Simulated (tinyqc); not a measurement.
What moves the results: Wannier function of the lower band of a two-orbital chain. A value that a table varies takes the place of the one given here.

H(k) = [[-d/2 - 2 ta cos k, -t1 - t2 exp(-ik)], [-t1 - t2 exp(ik), d/2 - 2 tb cos k]], k in 1/a, Bloch sums with exp(ikR) and without the positions inside the cell. Mesh k_j = 2 pi j/N. Projection gauge: each lower eigenvector u is multiplied by the phase that makes <trial|u> real and positive (the one-band case of Loewdin orthogonalisation). Wannier amplitudes w(R) = (1/N) sum_k exp(ikR) u(k); hoppings H(R) = (1/N) sum_k exp(-ikR) E(k).

Inputs chosen for the exercise:
- d = -0.28 eV (A at -d/2, B at +d/2)
- t1 = 1.45 eV (A-B in the cell)
- t2 = 1.24 eV (B to A of the next cell)
- ta = 0.34 eV (A-A between cells)
- tb = -0.27 eV (B-B between cells)
- xb = 0.55 a (position of B (A at 0))
- th = 30 degrees (trial orbital cos(th) A + sin(th) B in cell 0)

## Convergence with the mesh

Centre and Omega_I from overlaps M_j = u_j^+ diag(1, exp(-i b xb)) u_(j+1), b = 2 pi/N: centre -(1/2 pi) sum arg M, Omega_I = (1/(N b^2)) sum (1 - |M|^2). Largest error of the Fourier interpolation on 41 points from 0 to pi.

Mesh:
```
N   centre (a)  Omega_I (a^2)  H(1) (eV)  largest error (meV)
3      0.48676        0.07911   -0.46914              215.344
4      0.48343        0.09847   -0.52298               49.404
6      0.48167        0.11741   -0.51190               14.949
8      0.48114        0.12742   -0.51062                5.594
12     0.48080        0.13625   -0.51040                0.967
16     0.48068        0.13969   -0.51039                0.163
24     0.48060        0.14228   -0.51039                0.007
```

The interpolation error falls exponentially, from 49.4 meV at N = 4 to 0.967 at N = 12, because the hoppings decay exponentially for an isolated band (smallest gap 1.56 eV). Omega_I carries a finite-difference error and converges as a power: against the value 0.14443 on 400 points it is off by -0.00818 at N = 12 and -0.00216 at N = 24, an exponent of 1.92, near the limit 2.

## Choice of the trial orbital

N = 16. Centre, Omega_I and Omega_D from overlaps (b = 2 pi/N, M_j = u_j^+ diag(1, exp(-i b xb)) u_(j+1); Omega_D = (1/(N b^2)) sum (arg M_j + b centre)^2).

Trial angle:
```
th (deg)  smallest projection  centre (a)  Omega_I (a^2)  Omega_D (a^2)
0                       0.136      0.4807        0.13969        0.91119
15                      0.388      0.4807        0.13969        0.32828
30                      0.613      0.4807        0.13969        0.15102
45                      0.797      0.4807        0.13969        0.07257
60                      0.910      0.4807        0.13969        0.03017
75                      0.820      0.4807        0.13969        0.00684
90                      0.643      0.4807        0.13969        0.00042
```

Omega_I is the same for all. Omega_D is smallest at 90 degrees (0.00042) and largest at 0 (0.91119). The centre does not move.

## What each parameter does

N = 24: centre (folded into [0, 1)) and Omega_I from overlaps M_j = u_j^+ diag(1, exp(-i b xb)) u_(j+1), b = 2 pi/N: centre = -(1/2 pi) Im ln prod M_j, Omega_I = mean(1 - |M_j|^2)/b^2; and the first two hoppings H(R). Each row changes one parameter from the base and keeps the others.

Results:
```
case             centre (a)  Omega_I (a^2)  H(1) (eV)  H(2) (eV)
base                 0.4806         0.1423    -0.5104     0.0390
d = 0.02 eV          0.4671         0.1680    -0.5468     0.0513
t1 = 1.6 eV          0.4492         0.1405    -0.5330     0.0429
t2 = 1.14 eV         0.4583         0.1363    -0.4806     0.0316
ta = 0.44 eV         0.4848         0.1361    -0.5462     0.0249
xb = 0.6 a           0.5109         0.1473    -0.5104     0.0390
th = 40 degrees      0.4806         0.1423    -0.5104     0.0390
```

The largest shifts from the base row, up to three for each result and ties (the steps differ in size, so this ranks the rows, not the parameters). centre (a): t1 -0.0314, xb +0.0303, t2 -0.0223; unchanged at the printed digits by th. Omega_I (a^2): d +0.0258, ta -0.0061, t2 -0.0060; unchanged at the printed digits by th. H(1) (eV): d -0.0364, ta -0.0358, t2 +0.0298; unchanged at the printed digits by xb and th. H(2) (eV): ta -0.0142, d +0.0123, t2 -0.0074; unchanged at the printed digits by xb and th. The trial angle is a choice of gauge and moves none of these; xb enters the position operator alone, so it leaves the hoppings.

Computed by tinyqc, a small Python program: `OMP_NUM_THREADS=1 python tinyqc.py 1452406 1452407 out.jsonl` (the numbers bound the seed that draws the inputs); one thread of a shared host (Intel(R) Xeon(R) Processor @ 2.30GHz), about 0.1 s for the whole set of steps.
